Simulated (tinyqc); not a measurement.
Interband optics of a two-band s-p chain from momentum matrix elements: sweeps and comparisons. A value that a table varies takes the place of the one given here.

H(k) = [[Es - 2 ts cos ka, 2i V sin ka], [-2i V sin ka, Ep_ + 2 tp cos ka]] in the basis s, p; the lower band is full, with two electrons a cell. The velocity operator times hbar is W = dH/dk (eV angstrom); intra-atomic dipoles are left out.

With w(k) = |<c|W|v>|^2 and D(k) = Ec - Ev, on the mesh k_j = (j + 1/2)/N (2 pi/a): eps(E) = 1 + (8 pi e2/(a Ar)) mean_j (w/D^2) [1/(D - E - i eta) + 1/(D + E + i eta)], e2 = e^2/(4 pi eps0); light polarised along the chains, no local fields.

Constants: e^2/(4 pi eps0) = 14.39964547 eV angstrom; hbar^2/2m0 = 3.80998211 eV angstrom^2.

Inputs chosen for the exercise:
- a = 2.9 angstrom (period)
- Es = 2.7 eV (upper orbital (s))
- Ep_ = -1.65 eV (lower orbital (p))
- ts = 0.65 eV (s-s hopping)
- tp = 0.64 eV (p-p hopping)
- V = 0.62 eV (s-p hopping)
- Ar = 13.3 angstrom^2 (cross-section per chain)
- eta = 0.1 eV (Lorentzian half width)
- E = 6.7 eV (photon energy)

## Joint density of states against eps2

Mesh of 2000 points. J(E) = mean of (eta/pi)/((E - D)^2 + eta^2). The fourth column is J times the constant (8 pi^2 e2/(a Ar)) mean(w/D^2). R = |(sqrt(eps) - 1)/(sqrt(eps) + 1)|^2.

Spectrum:
```
E (eV)  J (1/eV)    eps2  eps2 with constant element    eps1      R
1.17       0.011   0.697                       0.180   7.774  0.224
1.75       0.189  18.789                       2.978  15.227  0.479
2.33       0.151   4.280                       2.377  -4.961  0.618
2.90       0.129   0.776                       2.031  -1.847  0.686
3.48       0.124   0.202                       1.958  -0.210  0.523
4.06       0.126   0.246                       1.991   0.611  0.020
4.64       0.134   0.447                       2.106   1.036  0.011
5.22       0.148   0.711                       2.323   1.255  0.025
5.80       0.174   1.062                       2.739   1.350  0.046
6.37       0.236   1.684                       3.719   1.305  0.089
6.95       0.345   2.700                       5.437  -1.856  0.435
7.53       0.019   0.141                       0.293  -0.335  0.702
```

What can be read from the table?

Transitions span 1.770 to 6.930 eV. Among the energies listed J peaks at 6.95 eV and eps2 at 1.75 eV. The ratio of eps2 to the constant-element value is 1.80 at 2.33 eV and 0.45 at 6.37 eV: w/D^2 is 4.127 angstrom^2 at the zone centre and 0.269 at the edge.

## Mesh against broadening

eps2 at E for three widths, and eps(0) at eta = 0; the last row is the mesh of 2000 points.

Convergence:
```
N     eta = 0.03 eV  eta = 0.1 eV  eta = 0.3 eV  eps(0)
4             0.428         1.282         2.028  1.4649
8             1.716         3.154         2.047  3.9236
16            2.253         2.948         1.965  5.3124
32            3.218         2.660         1.931  5.3675
64            3.044         2.614         1.931  5.3676
128           2.798         2.611         1.931  5.3676
2000          2.770         2.611         1.931  5.3676
```

What can be read from the table?

The first N from which eps2 stays within 2 % of the last row is 128 for eta = 0.03, 32 for 0.1 and 16 for 0.3 eV; for eps(0) and 0.1 % it is 32. E lies inside the range of transitions, so as a rule the spacing of D between mesh points must fall below eta (less so where the weight w is small at E).

## Static constant against the gap

Es takes the values listed; mesh of 400 points; the Penn-type estimate is 1 + 8 pi c e2 n_eff/(a Ar Dm^2) with Dm the f-weighted mean of D, f = w/(c D), n_eff = 2 mean(f), c = hbar^2/2m0.

Results:
```
Es (eV)  smallest D (eV)  Dm (eV)  n_eff  eps(0)  estimate
2.40               1.470    3.801  0.900   7.645     3.227
2.70               1.770    4.122  0.829   5.368     2.744
3.20               2.270    4.650  0.734   3.473     2.213
3.70               2.770    5.172  0.659   2.561     1.881
4.70               3.770    6.203  0.549   1.756     1.510
5.70               4.770    7.224  0.471   1.431     1.323
7.70               6.770    9.252  0.367   1.183     1.153
```

What can be read from the table?

eps(0) - 1 falls from 6.645 to 0.183, as Dm^-4.04; a fixed n_eff would give the power -2, and n_eff goes from 0.900 to 0.367. The single-gap estimate is low by 66.5 % of eps(0) - 1 in the first row and 16.1 % in the last, since 1/D^2 favours the smallest separations. n_eff need not equal the 2 electrons of the cell: a two-orbital basis with chosen hoppings does not obey the free-electron sum rule.

## What moves the optical response

Mesh of 400 points; n_eff = 2 mean(w/(c D)), c = hbar^2/2m0. Each row changes one parameter from the base and keeps the others.

Results:
```
case                   smallest D (eV)  largest D (eV)  n_eff  eps(0)
base                             1.770           6.930  0.829   5.368
a = 3.045 angstrom               1.770           6.930  0.914   5.586
Es = 3 eV                        2.070           7.230  0.769   4.057
ts = 0.78 eV                     1.510           7.190  0.866   7.060
V = 0.682 eV                     1.770           6.930  0.977   6.089
Ar = 14.63 angstrom^2            1.770           6.930  0.829   4.971
```

What can be read from the table?

The largest shifts from the base row, up to three for each result and ties (the steps differ in size, so this ranks the rows, not the parameters). smallest D (eV): Es +0.300, ts -0.260; unchanged at the printed digits by a, V and Ar. largest D (eV): Es +0.300, ts +0.260; unchanged at the printed digits by a, V and Ar. n_eff: V +0.148, a +0.085, Es -0.060; unchanged at the printed digits by Ar. eps(0): ts +1.692, Es -1.311, V +0.721.

(tinyqc, `OMP_NUM_THREADS=1 python tinyqc.py 1651885 1651886 out.jsonl`, Intel(R) Xeon(R) Processor @ 2.30GHz, 1 thread, shared host, about 0.01 s.)
